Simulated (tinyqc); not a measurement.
# Signal and retention of a DRAM cell: effect of the cell capacitance

A stored one starts at Vd and leaks: Cs dV/dt = -I(V), I = a sqrt((V + Vb)/(Vd + Vb)) + b, with a = Ig exp[-(Eg1 q/kB)(1/T - 1/T0)] (generation in a depletion layer) and b = Is exp[-(Es q/kB)(1/T - 1/T0)]. The bit line is precharged to Vd/2, and charge sharing gives the signal (V - Vd/2) Cs/(Cs + Cb).

The cell fails below Vc = Vd/2 + dm (Cs + Cb)/Cs. With s = sqrt((Vc + Vb)/(Vd + Vb)), the time from Vd to Vc is t = [2 Cs (Vd + Vb)/a] [1 - s - (b/a) ln((a + b)/(a s + b))]. This time is the median of a log-normal spread: failing cells = Nc erfc(z/sqrt 2)/2, z = ln(t/tr)/sg.

Parameters, values chosen for the exercise:
```
symbol,value,unit,meaning
Vd,1.4,V,array voltage
Cb,71,fF,bit-line capacitance
dm,36,mV,smallest signal that the sense amplifier resolves
Vb,1.58,V,built-in plus back-bias voltage of the storage junction
Ig,1.7,fA,junction leakage at V = Vd and T0
Is,0.17,fA,voltage-independent leakage at T0
Es,0.25,eV,activation energy of Is
T0,358,K,reference temperature
T,358,K,temperature
sg,0.57,,deviation of ln(retention time) over the cells
Nc,8.59e9,,cells
tr,32,ms,refresh interval
Eg1,0.6,eV,activation energy of Ig
```

Constants: q = 1.602176634e-19 C, kB = 1.380649e-23 J/K. Results are converted to the units shown.

Effect of the cell capacitance:
```
Cs (fF),Vc (V),retention time (s),failing cells
4,1.375,0.05358,1.571e9
8,1.056,1.515,0.05640
12,0.9490,3.001,6.990e-6
16,0.8958,4.495,1.769e-8
20,0.8638,5.992,1.859e-10
24,0.8425,7.489,4.544e-12
28,0.8273,8.988,1.954e-13
32,0.8159,10.49,1.261e-14
```

The retention time rises from 0.0536 to 10.5 s, as Cs^(4.82) between the first two rows and Cs^(1.16) between the last two: faster than Cs, because the margin Vd - Vc grows too. It vanishes at Cs = 3.85 fF, where even a fresh one gives only dm.

Range of the model: Real arrays also hold a tail of unusually leaky cells and cells whose retention varies in time, which this model lacks.

Program tinyqc, `OMP_NUM_THREADS=1 python tinyqc.py 2130030 2130031 out.jsonl`; Intel Xeon 2.30GHz, shared host, one thread, about 0.01 s.
